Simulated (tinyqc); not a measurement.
# Planar ballistic transistor, top-of-the-barrier model: several studies

At the top of the source barrier, states moving towards the drain are filled by the source (Fermi level 0) and states moving back by the drain (Fermi level -q Vd); nothing scatters. U is the shift of the band edge there, set by the capacitances CG, CD and CS (the total) and by the charge. Parabolic two-dimensional band; the source is grounded.

Values chosen for this exercise; mass and valleys close to those of germanium:
- T = 150 K (temperature)
- m = 0.119 m0 (effective mass)
- gv = 4 (valley degeneracy)
- eox = 22 (relative permittivity of the gate insulator)
- tox = 3.6 nm (insulator thickness)
- aG = 0.92 (gate control CG/CS)
- aD = 0.06 (drain control CD/CS)
- E0 = 0.26 eV (band edge at the barrier top above the source Fermi level at zero bias)
- Vd = 0.7 V (drain voltage)

Constants: q = 1.602176634e-19 C, kB = 1.380649e-23 J/K, hbar = 1.054571817e-34 J s, m0 = 9.1093837015e-31 kg, Vt = kB T/q, eps0 = 8.8541878128e-14 F/cm where lengths are in cm. Results are converted to the units shown.

Each table varies one quantity; the others keep the values above.

## Effect of the effective mass

N0 = gv m kB T/(pi hbar^2), CG = eps0 eox/tox, vT = sqrt(2 kB T/(pi m)), CS = CG/aG, n0 = n at U = 0 and Vd = 0. eta1 = -(E0 + U)/Vt, eta2 = eta1 - Vd/Vt, n = (N0/2)[F_0(eta1) + F_0(eta2)], F_0(x) = ln(1 + exp x). U = UL + q (n - n0)/CS with UL = -(aG Vg + aD Vd), energies in eV. I = q (N0/2) vT [F_(1/2)(eta1) - F_(1/2)(eta2)] per width, F_(1/2)(x) = (2/sqrt(pi)) int_0^infinity u^(1/2)/(1 + exp(u - x)) du. CQ = (q/Vt) dn/d(eta1). E0 is held fixed.

In this table Vg = 0.7 V, Vd = 0.7 V.

Effect of the effective mass:

| m (m0) | eta1 | n (cm^-2) | I (uA/um) | mean velocity I/(q n) (cm/s) | CQ/CS |
|---|---|---|---|---|---|
| 0.02 | 22.65 | 4.892e12 | 7566 | 9.654e7 | 0.4552 |
| 0.032 | 19.07 | 6.590e12 | 7401 | 7.010e7 | 0.7283 |
| 0.05 | 15.42 | 8.324e12 | 6736 | 5.051e7 | 1.138 |
| 0.08 | 11.68 | 1.009e13 | 5644 | 3.490e7 | 1.821 |
| 0.13 | 8.325 | 1.169e13 | 4366 | 2.331e7 | 2.958 |
| 0.2 | 5.934 | 1.282e13 | 3317 | 1.615e7 | 4.540 |
| 0.32 | 3.962 | 1.376e13 | 2394 | 1.086e7 | 7.147 |
| 0.5 | 2.596 | 1.441e13 | 1754 | 7.600e6 | 10.59 |
| 0.8 | 1.530 | 1.491e13 | 1285 | 5.378e6 | 14.97 |

As m goes from 0.02 to 0.8 m0, n rises from 4.89e12 to 1.49e13 cm^-2, the mean velocity falls from 9.65e7 to 5.38e6 cm/s and the current falls from 7570 to 1290 uA/um. CQ/CS goes from 0.46 to 15. The loss of velocity outweighs the gain of charge over the whole range.

## Transfer curve

Same model as above.

CQ = (q/Vt) dn/d(eta1).

Transfer curve:

| Vg (V) | eta1 | n (cm^-2) | I (uA/um) | mean velocity I/(q n) (cm/s) | CQ/CS |
|---|---|---|---|---|---|
| 0 | -16.87 | 6.088e4 | 1.076e-5 | 1.103e7 | 1.283e-7 |
| 0.11 | -9.036 | 1.529e8 | 0.02702 | 1.103e7 | 3.223e-4 |
| 0.22 | -1.673 | 2.211e11 | 40.05 | 1.131e7 | 0.4281 |
| 0.34 | 1.873 | 2.591e12 | 599.8 | 1.445e7 | 2.348 |
| 0.45 | 4.077 | 5.261e12 | 1517 | 1.800e7 | 2.663 |
| 0.56 | 6.199 | 7.969e12 | 2723 | 2.133e7 | 2.703 |
| 0.67 | 8.311 | 1.068e13 | 4167 | 2.435e7 | 2.708 |
| 0.79 | 10.61 | 1.364e13 | 5972 | 2.733e7 | 2.708 |
| 0.9 | 12.73 | 1.635e13 | 7814 | 2.982e7 | 2.708 |

The current rises from 1.08e-5 to 7810 uA/um. Between the first two rows the swing is 32.4 mV a decade, against Vt ln 10/aG = 32.4. CQ/CS goes from 1.3e-7 to 2.7, so a volt on the gate moves the band edge by 0.92 eV in the first row and 0.25 eV in the last: the gate charge is limited by the insulator. The mean velocity rises from 1.10e7 to 2.98e7 cm/s.

## Effect of the valley degeneracy

Same model as above.

CQ = (q/Vt) dn/d(eta1). E0 is held fixed.

In this table Vg = 0.7 V, Vd = 0.7 V.

Effect of the valley degeneracy:

| gv | eta1 | n (cm^-2) | I (uA/um) | mean velocity I/(q n) (cm/s) | CQ/CS |
|---|---|---|---|---|---|
| 1 | 19.65 | 6.313e12 | 3732 | 3.689e7 | 0.6771 |
| 2 | 14.00 | 8.995e12 | 4502 | 3.124e7 | 1.354 |
| 3 | 10.87 | 1.048e13 | 4641 | 2.764e7 | 2.031 |
| 4 | 8.887 | 1.142e13 | 4597 | 2.512e7 | 2.708 |
| 6 | 6.509 | 1.255e13 | 4382 | 2.179e7 | 4.056 |

What does the comparison show?

As gv goes from 1 to 6, n rises from 6.31e12 to 1.25e13 cm^-2, the mean velocity falls from 3.69e7 to 2.18e7 cm/s and the current goes from 3730 through a maximum of 4640 (at gv = 3 among the rows listed) to 4380 uA/um. CQ/CS goes from 0.68 to 4.1.

Numbers from tinyqc (`OMP_NUM_THREADS=1 python tinyqc.py 2400131 2400132 out.jsonl`; about 0.01 s on one thread of a shared Intel Xeon 2.30GHz).
